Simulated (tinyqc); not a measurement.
# Thickness from two neighbouring fringes

Question. At normal incidence a transparent film with an index between those of air and substrate, taken as constant, has reflectance minima at 2 n1 d = (m + 1/2) lam (small phase shifts at the substrate neglected). Find d and the order m of the shorter wavelength.

Inputs (values chosen for the exercise): index of the transparent film n1 = 2.381.

wavelengths of two neighbouring reflectance minima (nm): [471, 526.41176]

Answer. Neighbouring orders differ by one: 2 n1 d (1/lam1 - 1/lam2) = 1.

d = 940 nm
m = 9

Computed by the program tinyqc: `OMP_NUM_THREADS=1 python tinyqc.py 2870126 2870127 out.jsonl`, one thread of a shared Intel Xeon 2.30GHz, about 0.01 s for the whole run.
